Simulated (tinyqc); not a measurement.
Binding against mu: shallow acceptor in the spherical model (Baldereschi-Lipari), strong spin-orbit limit. Computed by tinyqc, a small Python program. Command: `OMP_NUM_THREADS=1 python tinyqc.py 3009703 3009704 out.jsonl acceptor walk`. One thread of a shared host (Intel(R) Xeon(R) Processor @ 2.30GHz), about 0.01 s of CPU time with the checks.

The 1S(3/2) state has an s envelope f(r) and a d envelope g(r). In effective units they obey -(f'' + 2f'/r + 2f/r) + mu (g'' + 5g'/r + 3g/r^2) = E f and -(g'' + 2g'/r - 6g/r^2 + 2g/r) + mu (f'' - f'/r) = E g. The cubic term, the split-off band and the central cell are left out.

Inputs (values chosen for the exercise, for a model semiconductor):
```
quantity,value,unit
Luttinger gamma_1,12.8,-
Luttinger gamma_2,0.965,-
Luttinger gamma_3,2.31,-
dielectric constant eps,10.7,-
```

Constants: Ry = 13.605693123 eV; a_0 = 0.529177210903 angstrom.

Method:
- Ry* = Ry/(gamma_1 eps^2), a* = a_0 eps gamma_1, mu = (6 gamma_3 + 4 gamma_2)/(5 gamma_1), delta = (gamma_3 - gamma_2)/gamma_1; spherical masses 1/(gamma_1 (1 - mu)) (heavy) and 1/(gamma_1 (1 + mu)) (light).
- Basis: f_i = exp(-zeta_i r), g_i = r exp(-zeta_i r), weight r^2 dr, s = zeta_i + zeta_j. S_ff = 2/s^3, H_ff = zeta_i zeta_j S_ff - 2/s^2; S_gg = 24/s^5, H_gg = 8/s^3 + 24 zeta_i zeta_j/s^5 - 12/s^4; H(f_i, g_j) = mu (6 zeta_i^2/s^4 + 2 zeta_i/s^3); S_fg = 0. Each function is normalised by sqrt(S_ii).
- Large basis: zeta_i = 0.08 x 1.55^(i-1), i = 1..20 in each channel; overlap eigenvalues below 1e-11 are dropped.

mu = 0.276875

1S(3/2):
```
mu,binding (Ry*),d weight,binding x (1 - mu)
0.083,1.0062,0.00292,0.92271
0.100,1.0091,0.00424,0.90817
0.170,1.0267,0.01228,0.85219
0.280,1.0764,0.03356,0.77498
0.500,1.2985,0.10979,0.64927
0.800,2.5802,0.29828,0.51604
0.900,4.7683,0.38818,0.47683
0.950,9.1447,0.44002,0.45723
```

The binding grows from 1.006 to 9.14 Ry*, slowly at first (second order in mu), while the d weight rises to 0.44. The last column, the binding in units of the heavy-hole Rydberg, falls to 0.457, towards about 0.44 as mu tends to 1.
